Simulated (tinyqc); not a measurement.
Coherent transport through a tight-binding region between two chains, step by step. Computed by tinyqc, a small Python program that keeps every step. Settings: temperature = 300, mu = -0.41. Command: `OMP_NUM_THREADS=1 python tinyqc.py 28677 28678 out.jsonl` (the two numbers bound the seeds that draw the settings). One thread of a shared host (Intel(R) Xeon(R) Processor @ 2.60GHz), about 0.1 s of CPU time with the checks.

## Transmission at E = -1 eV

H of the central region (eV):
```
         1        2        3        4        5        6
1   0.0000  -1.3600   0.0000   0.0000   0.0000   0.0000
2  -1.3600   1.0000  -1.5400   0.0000   0.0000   0.0000
3   0.0000  -1.5400   1.0000  -1.3600   0.0000   0.0000
4   0.0000   0.0000  -1.3600   1.0000  -1.5100   0.0000
5   0.0000   0.0000   0.0000  -1.5100   1.0000  -1.5400
6   0.0000   0.0000   0.0000   0.0000  -1.5400   0.0000
```

Leads: semi-infinite chains with site energy 0:
```
parameter                           value
lead hopping t (eV)              1.890000
coupling to the left lead (eV)   1.100000
coupling to the right lead (eV)  0.370000
left contact site                       1
right contact site                      6
```

E = -1.0000 eV

Surface Green function g = (E - i sqrt(4 t^2 - E^2)) / (2 t^2); self-energy tc^2 g on each contact site; G = (E - H - Sigma)^(-1); Gamma = -2 Im Sigma; T = Gamma_L Gamma_R |G_LR|^2; local density of states -Im G_ii / pi.

g = -0.1400-0.5102i 1/eV

G (1/eV):
```
                 1                2                3                4
1   0.4192-0.1819i   0.9087-0.3014i   0.8100-0.2308i   0.1622+0.0019i
2   0.9087-0.3014i   0.4182-0.5966i   0.3900-0.5087i   0.0999-0.0725i
3   0.8100-0.2308i   0.3900-0.5087i  -0.2089-0.4568i  -0.0135-0.0958i
4   0.1622+0.0019i   0.0999-0.0725i  -0.0135-0.0958i  -0.1329-0.0588i
5  -0.5147+0.2103i  -0.2189+0.3621i   0.1703+0.2846i   0.4983+0.0084i
6  -0.8275+0.2713i  -0.3822+0.5414i   0.2344+0.4635i   0.7775+0.0686i

                 5                6
1  -0.5147+0.2103i  -0.8275+0.2713i
2  -0.2189+0.3621i  -0.3822+0.5414i
3   0.1703+0.2846i   0.2344+0.4635i
4   0.4983+0.0084i   0.7775+0.0686i
5   0.5066-0.2452i   0.8187-0.3266i
6   0.8187-0.3266i   0.3009-0.4914i
```

local density of states (1/eV): 0.0579  0.1899  0.1454  0.0187  0.0780  0.1564

transmission = 0.1308

## Transmission across the band

The same steps on a grid of energies.

T(E):
```
E (eV)            T
-3.591000  1.47e-07
-3.231900  1.63e-06
-2.872800  1.33e-05
-2.513700  1.37e-04
-2.154600    0.0029
-1.795500    0.5646
-1.436400    0.2834
-1.077300    0.1613
-0.718200    0.1032
-0.359100    0.2171
0.000000     0.1935
0.359100     0.0810
0.718200     0.0952
1.077300     0.3330
1.436400     0.0557
1.795500     0.0172
2.154600     0.0150
2.513700     0.0782
2.872800     0.0171
3.231900     0.0030
3.591000     0.0441
```

levels of the isolated region (eV): -1.8007  -1.2769  -0.1612  1.0896  2.5990  3.5502

## Current

I = (2e/h) int T(E) [f(E - mu - V/2) - f(E - mu + V/2)] dE at 300 K with mu = -0.41 eV, the bias not changing H; 2e^2/h = 77.48092 microsiemens; the integral runs over the band on 4001 points.

Current:
```
V (volt)  I (microampere)
0.0100             0.1464
0.0500             0.7324
0.1000             1.4684
0.2000             2.9626
0.4000             6.0448
0.8000            11.6370
```
